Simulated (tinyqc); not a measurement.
Bias-temperature instability, empirical power law with universal recovery: effect of the time exponent at a fixed measured point.

Threshold-voltage shift at the end of a stress: dV = A (V/V0)^g exp[-(Ea q/kB)(1/T - 1/T0)] (t/1 s)^n. After a delay tr the permanent share pp stays and the rest falls by r = 1/(1 + B (tr/t)^be). An empirical model: its parameters are fits, not properties.

The lifetime solves dV = dc; ten years are 3.15576e8 s. A is rescaled so that the shift at ts, V0 and T0 stays the same.

Parameters, values chosen for the exercise: reference stress voltage V0 = 1.7 V; reference temperature T0 = 373 K; shift after 1 s at V0 and T0 A = 22 mV; time exponent n = 0.21; voltage exponent g = 4.7; apparent activation energy of the shift Ea = 0.15 eV; use voltage V = 1.05 V; use temperature T = 358 K; failure criterion dc = 50 mV; stress time ts = 1000 s.

Constants: q = 1.602176634e-19 C, kB = 1.380649e-23 J/K. Results are converted to the units shown.

Result of one run:
```
nx   A (mV)  shift after ten years (mV)  lifetime (years)
0.2   23.57                       100.9            0.2991
```

What becomes of these results when the assumed time exponent nx is changed from 0.2 to 0.225, all else the same?

Result of the changed run:
```
nx     A (mV)  shift after ten years (mV)  lifetime (years)
0.225   19.83                       138.4            0.1082
```

The whole series:
```
nx     A (mV)  shift after ten years (mV)  lifetime (years)
0.1     47.04                       28.44              2823
0.125   39.58                       39.03             72.57
0.15    33.30                       53.56             6.321
0.175   28.02                       73.51             1.106
0.2     23.57                       100.9            0.2991
0.225   19.83                       138.4            0.1082
0.25    16.69                       190.0           0.04796
0.275   14.04                       260.8           0.02465
0.3     11.81                       357.9           0.01415
```

The ten-year shift rises from 28.4 to 358 mV and the lifetime falls from 2820 to 0.0142 years: an error of 0.025 in the exponent changes the shift by a factor of 1.37 over the 5.50 decades from ts to ten years. For nx = 0.1 the lifetime is a formal extrapolation far beyond any test.

tinyqc, about 0.01 s, one thread, Intel Xeon 2.30GHz (shared host): `OMP_NUM_THREADS=1 python tinyqc.py 2070045 2070046 out.jsonl`
